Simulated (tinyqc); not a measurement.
Four methods from the same start: geometry relaxation of a small cluster. Computed by tinyqc, a small Python program. Command: `OMP_NUM_THREADS=1 python tinyqc.py 3013210 3013211 out.jsonl relax walk`. One thread of a shared host (Intel(R) Xeon(R) Processor @ 2.30GHz), about 0.03 s of CPU time with the checks.

E = sum_i {sum_j A exp(-p (r_ij/r0 - 1)) - xi sqrt(rho_i)}, rho_i = sum_j exp(-2 q (r_ij/r0 - 1)); the force on i is -sum_j w_ij (R_i - R_j)/r_ij with w_ij = -(2p/r0) A exp(-p (r_ij/r0 - 1)) + (xi q/r0) exp(-2 q (r_ij/r0 - 1)) (rho_i^(-1/2) + rho_j^(-1/2)).

Inputs (values chosen for the exercise, for model atoms):

| quantity | value | unit |
|---|---|---|
| length r0 | 3 | angstrom |
| repulsion A | 0.17 | eV |
| hopping xi | 2.28 | eV |
| decay p | 9.52 | - |
| decay q | 2.46 | - |
| step factor eta | 0.025 | angstrom^2/eV |
| largest number of steps | 500 | - |

Potential: Gupta. Method: steepest descent.

starting positions (angstrom):
```
           x      y      z
atom 1  0.26  -0.02  -0.06
atom 2  2.86   0.12  -0.01
atom 3  1.29    2.3   0.19
atom 4   1.3   0.88   2.37
atom 5  1.54   0.79  -2.25
```

Method:
- Steepest descent: R(new) = R + eta F.
- No atom moves more than 0.3 angstrom a step (the whole step is scaled). Stop when the largest force component is below 1e-5 eV/angstrom.
- Hessian at the final positions by central differences of the forces; six eigenvalues vanish (translations and rotations). Steepest descent is stable for eta below 2/lambda_max and contracts the softest mode by 1 - eta lambda_min a step.
- Conjugate gradient (Polak-Ribiere): d = F + beta d(old), beta = max(0, F.(F - F(old))/|F(old)|^2), d = F at first; step length from one secant, s = eta (F.d)/(F.d - F(R + eta d).d), replaced by eta if that is not positive; R(new) = R + s d.
- BFGS: R(new) = R + B F with the inverse Hessian B = eta 1 at first; with s = R(new) - R, y = F - F(new), rho = 1/(y.s): B(new) = (1 - rho s y^T) B (1 - rho y s^T) + rho s s^T, skipped if y.s is not positive.
- FIRE with unit mass: if F.v > 0, v = (1 - a) v + a |v| F/|F|, and after more than 5 such steps in a row dt = min(1.1 dt, 5 dt0), a = 0.99 a; else v = 0, a = 0.1, and dt = dt/2 (not at the first step). Then v = v + dt F, R(new) = R + dt v. dt0 = sqrt(eta), a = 0.1 at first.
- In this comparison each method may take up to 1500 steps.

contraction of the softest mode = 0.945124

non-zero eigenvalues (eV/angstrom^2): 2.1950  2.1951  5.3107  7.5647  7.5649  8.9267  8.9268  16.8556  23.4910

condition number = 10.7019

Cost:

| method | steps | force calls | final E (eV) | calls to reach 1e-2 |
|---|---|---|---|---|
| steepest descent | 150 | 151 | -19.831 | 32 |
| conjugate gradient | 16 | 33 | -19.831 | 19 |
| BFGS | 28 | 29 | -19.831 | 14 |
| FIRE | 124 | 125 | -19.831 | 41 |

In force calls the order is BFGS (29), conjugate gradient (33), FIRE (125), steepest descent (151). All that converged end at the same energy. Near the minimum steepest descent multiplies the slowest mode by 0.945 in size a step, 41 steps a decade of force, at a condition number of 10.7. It is the dearest here: the others use earlier steps to learn the curvature or to build momentum along soft directions.

Extremes, crossings and ranges named in words are read from the listed rows.
